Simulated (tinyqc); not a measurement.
Surface photovoltage measurement of the minority-carrier diffusion length in a wafer: one step, computed by the program tinyqc. Command: `OMP_NUM_THREADS=1 python tinyqc.py 3130598 3130599 out.jsonl spv walk`. One thread of a shared host (Intel(R) Xeon(R) Processor @ 2.30GHz), about 0.01 s of CPU time with the checks.

Low injection, steady light, a depletion layer much thinner than 1/alpha and L. The excess density dn is taken at the front edge of the neutral region; light that reaches the back is lost.

Question. One wavelength. alpha = (84.732/lambda - 76.417)^2 per cm with lambda in micrometre (an empirical fit for silicon between 0.7 and 1.05 micrometre). Thick wafer: dn = Phi L/((S_f + D/L)(L + 1/alpha)). Finite wafer, with s = S_b L/D, w = W/L, a = alpha L: dn = [Phi a/(a^2 - 1)] [a - B - exp(-alpha W)(a - s)/(cosh w + s sinh w)]/(S_f + B D/L), B = (sinh w + s cosh w)/(cosh w + s sinh w). Photovoltage V = (k_B T/e) ln(1 + dn/n_0). Lifetime = L^2/D.

Inputs (values chosen for the exercise, modelled on p-type silicon at room temperature):
```
quantity                                             value        unit
diffusion length L                                     690  micrometre
wafer thickness W                                      300  micrometre
diffusivity D                                         24.3      cm^2/s
front recombination velocity S_f                       500        cm/s
back recombination velocity S_b                        270        cm/s
photon flux entering                               6.2e+11  1/(cm^2 s)
minority density at the surface barrier scale n_0  3.1e+10      1/cm^3
temperature T                                          298           K
wavelength                                             870          nm
```

Constants: k_B = 8.617333262e-05 eV/K.

Give: alpha; penetration depth 1/alpha; dn, thick wafer; B; dn, finite wafer; photovoltage V; lifetime.

Answer.

alpha = 440.00 1/cm

penetration depth 1/alpha = 22.727 micrometre

dn, thick wafer = 7.0435e+08 1/cm^3

B = 0.89509

dn, finite wafer = 7.3890e+08 1/cm^3

photovoltage V = 0.60491 mV

lifetime = 195.93 microsecond
